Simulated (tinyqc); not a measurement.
Lateral field, substrate current, probability of reaching the oxide barrier and hot-carrier lifetime of a silicon transistor (pseudo-two-dimensional and lucky-electron models): one step, computed by the program tinyqc. Command: `OMP_NUM_THREADS=1 python tinyqc.py 3017979 3017980 out.jsonl hotcar walk`. One thread of a shared host (Intel(R) Xeon(R) Processor @ 2.30GHz), about 0.01 s of CPU time with the checks.

Local-field models: a lucky carrier gains its energy at the peak field over a path free of collisions. Voltages are magnitudes.

Question. Hot-carrier currents and lifetime. C_ox = 3.9 eps_0/t; F_sat = 2 v_s/mu; V_Dsat = V_ov F_sat L/(V_ov + F_sat L), V_ov = V_G - V_T; I_D/W = C_ox v_s (V_ov - V_Dsat). Scale length l = 0.22 t^(1/3) x_j^(1/2) (all in cm); F_m = sqrt(((V_D - V_Dsat)/l_e)^2 + F_sat^2), with l_e = l + L_n; length of the velocity-saturated region l_e ln((V_D - V_Dsat)/(l_e F_sat) + F_m/F_sat). Substrate current I_sub/I_D = (A_i/B_i)(V_D - V_Dsat) exp(-B_i/F_m); probability of reaching the oxide barrier exp(-phi_b/(e lambda F_m)); lifetime tau = (H/(I_D/W)) exp(phi_it/(e lambda F_m)).

Inputs (values chosen for the exercise, modelled on a silicon n-channel):
```
quantity                                value                      unit
channel length L                          400                        nm
oxide thickness t                         9.9                        nm
junction depth x_j                         74                        nm
mobility mu                               290                cm^2/(V s)
saturation velocity v_s                  0.86                  1e7 cm/s
threshold voltage V_T                    0.44                         V
gate voltage V_G                          2.4                         V
drain voltage V_D                         4.8                         V
ionisation prefactor A_i              2.3e+06                      1/cm
ionisation field B_i                     1.76                     MV/cm
hot-carrier mean free path lambda         6.9                        nm
oxide barrier phi_b                       3.1                        eV
interface-trap threshold phi_it           3.6                        eV
lifetime constant H                        40  s microampere/micrometre
length of the depleted extension L_n       55                        nm
```

Drain: lightly doped extension.

Constants: eps_0 = 8.8541878128e-12 F/m.

Give: I_sub/I_D; substrate current I_sub/W; probability of reaching phi_b; lifetime tau; exponent m = phi_it/(e lambda B_i).

Answer.

I_sub/I_D = 0.02368

substrate current I_sub/W = 6.297 microampere/micrometre

probability of reaching phi_b = 1.245e-06

lifetime tau = 1.083e+06 s

exponent m = phi_it/(e lambda B_i) = 2.964

Since both exponentials depend on 1/F_m, tau I_D scales about as (I_sub/I_D)^(-m) with m = 2.96, which lets I_sub serve as the monitor. The lifetime is 0.00343 times ten years (3.156e8 s).
